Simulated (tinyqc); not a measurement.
LDA (VWN5) atom on a uniform radial grid, spin-unpolarised, for He, step by step. Computed by tinyqc, a small Python program that keeps every step. Settings: Z = 2, points = 192, R = 9.2, functional = lda,vwn, mixing = 0.4, iteration cap = 83. Command: `OMP_NUM_THREADS=1 python tinyqc.py 27596 27597 out.jsonl` (the two numbers bound the seeds that draw the settings). One thread of a shared host (Intel(R) Xeon(R) Processor @ 2.60GHz), about 0.2 s of CPU time with the checks. Later iterations appear only in the table of the cycle.

## Iteration 1

Spherical atom on a uniform radial grid r_j = j h with h = R/(N + 1), h sum u^2 = 1 and integrals as h times sums, u(0) = u(R) = 0 (atomic units):

| parameter | value |
|---|---|
| Z | 2 |
| points N | 192 |
| R | 9.200000 |
| h | 0.047668 |
| mixing | 0.400000 |
| electrons in 1s | 2 |

Three-point differences turn -u''/2 + [l(l+1)/2r^2 - Z/r + V] u = e u into a tridiagonal matrix (diagonal 1/h^2 + potential, off-diagonal -1/2h^2). D = sum f u^2; the Hartree potential y/r solves y'' = -D/r with y(0) = 0, y(R) = N_e; v_xc comes from rho = D/(4 pi r^2); E = sum f e - int D V + int D (V_H/2 + eps_xc); V(new) = V + mixing (V_H + v_xc - V).

eigenvalues (hartree): 1s -1.9955

Every 12th grid point:

| r | V in | u(1s) | D | V_H | v_xc |
|---|---|---|---|---|---|
| 0.5720 | 0.0000 | 1.0302 | 2.1224 | 2.7350 | -0.8642 |
| 1.1440 | 0.0000 | 0.6574 | 0.8644 | 1.6888 | -0.4247 |
| 1.7161 | 0.0000 | 0.3146 | 0.1980 | 1.1600 | -0.2120 |
| 2.2881 | 0.0000 | 0.1339 | 0.0358 | 0.8736 | -0.1069 |
| 2.8601 | 0.0000 | 0.0534 | 0.0057 | 0.6992 | -0.0540 |
| 3.4321 | 0.0000 | 0.0204 | 0.0008 | 0.5827 | -0.0271 |
| 4.0041 | 0.0000 | 0.0076 | 1.16e-04 | 0.4995 | -0.0134 |
| 4.5762 | 0.0000 | 0.0028 | 1.54e-05 | 0.4370 | -0.0066 |
| 5.1482 | 0.0000 | 0.0010 | 1.98e-06 | 0.3885 | -0.0032 |
| 5.7202 | 0.0000 | 3.53e-04 | 2.49e-07 | 0.3496 | -0.0015 |
| 6.2922 | 0.0000 | 1.24e-04 | 3.07e-08 | 0.3179 | -0.0007 |
| 6.8642 | 0.0000 | 4.31e-05 | 3.72e-09 | 0.2914 | -3.38e-04 |
| 7.4363 | 0.0000 | 1.49e-05 | 4.44e-10 | 0.2690 | -1.59e-04 |
| 8.0083 | 0.0000 | 5.07e-06 | 5.13e-11 | 0.2497 | -7.41e-05 |
| 8.5803 | 0.0000 | 1.58e-06 | 0 | 0.2331 | -3.27e-05 |
| 9.1523 | 0.0000 | 9.81e-08 | 0 | 0.2185 | 0.0000 |

total energy = -2.685995 hartree

## Iteration 2

As before.

eigenvalues (hartree): 1s -1.3219

Every 12th grid point:

| r | V in | u(1s) | D | V_H | v_xc |
|---|---|---|---|---|---|
| 0.5720 | 0.7483 | 0.9836 | 1.9351 | 2.6029 | -0.8394 |
| 1.1440 | 0.5056 | 0.6939 | 0.9630 | 1.6592 | -0.4390 |
| 1.7161 | 0.3792 | 0.3788 | 0.2869 | 1.1546 | -0.2371 |
| 2.2881 | 0.3067 | 0.1868 | 0.0698 | 0.8727 | -0.1305 |
| 2.8601 | 0.2581 | 0.0872 | 0.0152 | 0.6991 | -0.0725 |
| 3.4321 | 0.2222 | 0.0394 | 0.0031 | 0.5827 | -0.0404 |
| 4.0041 | 0.1944 | 0.0174 | 0.0006 | 0.4995 | -0.0224 |
| 4.5762 | 0.1722 | 0.0076 | 1.15e-04 | 0.4370 | -0.0123 |
| 5.1482 | 0.1541 | 0.0033 | 2.13e-05 | 0.3885 | -0.0067 |
| 5.7202 | 0.1393 | 0.0014 | 3.86e-06 | 0.3496 | -0.0037 |
| 6.2922 | 0.1269 | 0.0006 | 6.91e-07 | 0.3179 | -0.0020 |
| 6.8642 | 0.1164 | 2.47e-04 | 1.22e-07 | 0.2914 | -0.0011 |
| 7.4363 | 0.1075 | 1.03e-04 | 2.12e-08 | 0.2690 | -0.0006 |
| 8.0083 | 0.0999 | 4.20e-05 | 3.52e-09 | 0.2497 | -3.00e-04 |
| 8.5803 | 0.0932 | 1.52e-05 | 4.63e-10 | 0.2331 | -1.47e-04 |
| 9.1523 | 0.0874 | 1.01e-06 | 0 | 0.2185 | -1.10e-05 |

total energy = -2.783244 hartree

## Convergence

Stop when input and output potentials agree to 1e-7.

Course of the cycle (hartree):

| iteration | E | e(1s) | largest \|V(out) - V(in)\| |
|---|---|---|---|
| 1 | -2.685995 | -1.9955 | 2.35e+00 |
| 2 | -2.783244 | -1.3219 | 1.20e+00 |
| 3 | -2.815231 | -0.9673 | 5.96e-01 |
| 4 | -2.824185 | -0.7813 | 2.95e-01 |
| 5 | -2.826406 | -0.6834 | 1.49e-01 |
| 6 | -2.826922 | -0.6314 | 7.90e-02 |
| 7 | -2.827042 | -0.6034 | 4.33e-02 |
| 8 | -2.827071 | -0.5881 | 2.43e-02 |
| 9 | -2.827079 | -0.5796 | 1.39e-02 |
| 10 | -2.827081 | -0.5747 | 8.01e-03 |
| 11 | -2.827082 | -0.5720 | 4.67e-03 |
| ... | ... | ... | ... |
| 22 | -2.827082 | -0.5682 | 1.44e-05 |
| 23 | -2.827082 | -0.5682 | 8.55e-06 |
| 24 | -2.827082 | -0.5682 | 5.07e-06 |
| 25 | -2.827082 | -0.5682 | 3.01e-06 |
| 26 | -2.827082 | -0.5682 | 1.79e-06 |
| 27 | -2.827082 | -0.5682 | 1.06e-06 |
| 28 | -2.827082 | -0.5682 | 6.29e-07 |
| 29 | -2.827082 | -0.5682 | 3.73e-07 |
| 30 | -2.827082 | -0.5682 | 2.21e-07 |
| 31 | -2.827082 | -0.5682 | 1.31e-07 |
| 32 | -2.827082 | -0.5682 | 7.78e-08 |

Converged in 32 iterations. A uniform grid resolves the cusp poorly: for a bare nucleus this grid gives 1s at -1.99548 against -Z^2/2 = -2 hartree. Before convergence this energy mixes input and output and is not variational, so it may rise towards its limit.
